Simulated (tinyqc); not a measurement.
What each parameter does: inter-valley coupling by envelope functions against a chain of atomic planes.

Chain: E(phi) = e0 + 2 v cos(phi) + 2 u cos(2 phi), cos(phi0) = -v/(4u), e0 = 2u + v^2/(4u); plane j = 0, 1, ... has the potential V_j = dE x_j + F (j - 30) a/4 (1 MV/m = 1e-4 V/angstrom). There are 30 barrier planes a side; with y = j - 29.5, x_j = xb (f(y) + f(Nw - y)), f(y) = 1/(1 + exp(y/L)), plus any Ge added in the well. The valley splitting is the spacing of the two lowest levels. Envelope theory: F_j solves a one-valley chain with hopping -b and diagonal 2b + V_j, b = 4u sin^2(phi0), sum F_j^2 = 1; the valleys couple by Dv = sum_j F_j^2 V_j exp(-2 i phi0 j) and split by 2|Dv|.

Values chosen for the exercise (near those of the Delta valleys of silicon in a SiGe well; not measured data):
- a = 5.431 angstrom (lattice constant; planes lie a/4 apart)
- u = 0.59 eV (second-neighbour hopping)
- v = 0.651 eV (nearest hopping)
- Nw = 63 (planes in the well)
- L = 1 planes (interface width)
- xb = 0.29 (Ge fraction of the barriers)
- dE = 0.62 eV (offset per unit Ge fraction)
- F = 0 MV/m (field)
- js = 78 (plane j of a Ge spike (the well starts at j = 30))
- xs = 0.17 (Ge fraction added on that plane)

Chain with the spike on plane js.

One parameter was then changed.

Results before and after:
```
case     level (meV)  splitting (micro-eV)
base           5.461                1761.5
changed        5.687                1748.9
```

Which of these changes was made? (a) F = 2 MV/m; (b) L = 1.5 planes; (c) Nw = 69; (d) xs = 0.221; (e) js = 81; (f) xb = 0.34; (g) dE = 0.682 eV.

Answer: (b) L = 1.5 planes. Of the candidates, run in turn, only this one gives the changed row.

All candidates:
```
case            level (meV)  splitting (micro-eV)
base                  5.461                1761.5
Nw = 69               4.986                2223.0
L = 1.5 planes        5.687                1748.9
xb = 0.34             5.547                1758.6
dE = 0.682 eV         5.559                1850.9
F = 2 MV/m           12.588                 798.5
js = 81               5.223                1285.2
xs = 0.221            5.586                2010.8
```

(tinyqc, `OMP_NUM_THREADS=1 python tinyqc.py 1451694 1451695 out.jsonl`, Intel(R) Xeon(R) Processor @ 2.30GHz, 1 thread, shared host, about 0.05 s.)
